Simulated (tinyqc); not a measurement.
Bond length: bond-orbital model of a tetrahedral semiconductor (Harrison's universal couplings).

Hybrid level eh = (es + 3 ep)/4; metallic energy V1 = (ep - es)/4 for each atom; covalent energy V2 = 3.22 hbar^2/(m d^2); polar energy V3 = (ehc - eha)/2; hbar^2/m = 2c, c = hbar^2/2m0. Polarity ap = V3/sqrt(V2^2 + V3^2), covalency ac = V2/sqrt(V2^2 + V3^2). p-p coupling at Gamma Exx = (4/3)(2.22 - 2 x 0.63) hbar^2/(m d^2) = 1.28 hbar^2/(m d^2), s-s coupling Ess = 4 x 1.32 hbar^2/(m d^2).

Constants: hbar^2/2m0 = 3.80998211 eV angstrom^2.

Values chosen for the exercise (near tabulated values for diamond; the model gives trends, and its gaps can be far from the real ones; not measured data): esc = -19.48 eV (s level, cation); epc = -10.91 eV (p level, cation); esa = -19.48 eV (s level, anion); epa = -10.91 eV (p level, anion); d = 1.54 angstrom (bond length); Z = 4 (valence electrons of the anion).

d is scaled; levels stay. E0 is the s-like conduction level less Ev at Gamma (Ess = 5.28 u, Exx = 1.28 u); Z* = 4 ap - (Z - 4).

Against d:

| d/d0 | V2 (eV) | ap | Z* | Ev (eV) | E0 (eV) |
|---|---|---|---|---|---|
| 0.94 | 11.709 | 0.0000 | 0.000 | -15.564 | 15.284 |
| 0.96 | 11.226 | 0.0000 | 0.000 | -15.373 | 14.300 |
| 0.98 | 10.772 | 0.0000 | 0.000 | -15.192 | 13.376 |
| 0.99 | 10.556 | 0.0000 | 0.000 | -15.106 | 12.935 |
| 1.00 | 10.346 | 0.0000 | 0.000 | -15.023 | 12.507 |
| 1.01 | 10.142 | 0.0000 | 0.000 | -14.942 | 12.092 |
| 1.02 | 9.944 | 0.0000 | 0.000 | -14.863 | 11.689 |
| 1.04 | 9.565 | 0.0000 | 0.000 | -14.712 | 10.917 |

What does the comparison show, and why?

Compression raises V2 and E0: dE0/d ln(volume) = -14.05 eV, of which the valence band gives -2.74. The bond stays non-polar.

Program tinyqc; command `OMP_NUM_THREADS=1 python tinyqc.py 1480342 1480343 out.jsonl`; about 0.01 s on one thread of a shared Intel(R) Xeon(R) Processor @ 2.30GHz.
